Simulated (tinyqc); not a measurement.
# Inputs raised by 10 %, one at a time

Model: critical temperature from a phonon spectrum: McMillan, Allen-Dynes and the linearised Eliashberg equation. Computed by tinyqc, a small Python program. Command: `OMP_NUM_THREADS=1 python tinyqc.py 3005278 3005279 out.jsonl eliashberg sens`. One thread of a shared host (Intel(R) Xeon(R) Processor @ 2.30GHz), about 0.06 s of CPU time with the checks.

alpha^2 F(omega) = sum_i (lambda_i omega_i/2) delta(omega - omega_i), so that lambda = 2 int alpha^2 F/omega d omega = sum_i lambda_i.

Inputs (values chosen for the exercise, for a model metal):

| quantity | value | unit |
|---|---|---|
| peak energy omega_1 | 7.25 | meV |
| coupling lambda_1 | 0.284 | - |
| peak energy omega_2 | 20.3 | meV |
| coupling lambda_2 | 0.41 | - |
| Coulomb pseudopotential mu* | 0.13 | - |

Peaks in alpha^2 F: two.

Constants: k_B = 8.617333262e-05 eV/K.

Method:
- omega_log = exp(sum lambda_i ln omega_i / lambda); omega_rms = sqrt(sum lambda_i omega_i^2 / lambda).
- McMillan form: k_B T_c = (omega_log/1.2) exp[-1.04 (1 + lambda)/(lambda - mu* (1 + 0.62 lambda))]. Allen-Dynes multiplies it by f1 f2: f1 = [1 + (lambda/L1)^(3/2)]^(1/3), L1 = 2.46 (1 + 3.8 mu*); f2 = 1 + (omega_rms/omega_log - 1) lambda^2/(lambda^2 + L2^2), L2 = 1.82 (1 + 6.3 mu*) omega_rms/omega_log.
- Linearised Eliashberg equation at omega_n = (2n + 1) pi k_B T, n = 0..N-1: lambda(j) = sum_i lambda_i omega_i^2/(omega_i^2 + (2 pi j k_B T)^2); K_mn = lambda(m - n) + lambda(m + n + 1) - 2 mu*(N) - delta_mn [2m + 1 + lambda(0) + 2 sum_(j=1..m) lambda(j)], with 1/mu*(N) = 1/mu* + ln(omega_rms/omega_N), omega_N = (2N + 1) pi k_B T. T_c is where the largest eigenvalue rho of K is zero.
- N is the smallest integer at or above 8 omega_max/(2 pi k_B T_AD), omega_max the highest peak and T_AD the Allen-Dynes value.

Runs:

| input moved | from | to | T_c, Eliashberg (K) | T_c, Allen-Dynes (K) | T_c, McMillan form (K) | omega_log (meV) |
|---|---|---|---|---|---|---|
| base run | - | - | 3.6438 | 4.1511 | 4.0179 | 13.320 |
| peak energy omega_1 (meV) | 7.25 | 7.975 | 3.8350 | 4.3131 | 4.1777 | 13.850 |
| coupling lambda_1 | 0.284 | 0.3124 | 4.0106 | 4.5536 | 4.3975 | 13.005 |
| peak energy omega_2 (meV) | 20.3 | 22.33 | 3.8051 | 4.3945 | 4.2506 | 14.092 |
| coupling lambda_2 | 0.41 | 0.451 | 4.4418 | 5.0080 | 4.8338 | 13.637 |
| Coulomb pseudopotential mu* | 0.13 | 0.143 | 3.1366 | 3.6325 | 3.5220 | 13.320 |

Exponents ln(y'/y) / ln(x'/x):

| input | T_c, Eliashberg | T_c, Allen-Dynes | T_c, McMillan form | omega_log |
|---|---|---|---|---|
| peak energy omega_1 | 0.537 | 0.402 | 0.409 | 0.409 |
| coupling lambda_1 | 1.006 | 0.971 | 0.947 | -0.251 |
| peak energy omega_2 | 0.455 | 0.598 | 0.591 | 0.591 |
| coupling lambda_2 | 2.078 | 1.969 | 1.940 | 0.247 |
| Coulomb pseudopotential mu* | -1.573 | -1.400 | -1.382 | 0.000 |

Which inputs matter most for each result?

Among the inputs moved here: T_c, Eliashberg answers most in size to coupling lambda_2 (exponent +2.078), next to Coulomb pseudopotential mu* (-1.573). T_c, Allen-Dynes answers most in size to coupling lambda_2 (exponent +1.969), next to Coulomb pseudopotential mu* (-1.400). T_c, McMillan form answers most in size to coupling lambda_2 (exponent +1.940), next to Coulomb pseudopotential mu* (-1.382). omega_log answers most in size to peak energy omega_2 (exponent +0.591), next to peak energy omega_1 (+0.409); its exponent is below 0.0005 for Coulomb pseudopotential mu*.

Extremes, crossings and ranges named in words are read from the listed rows.
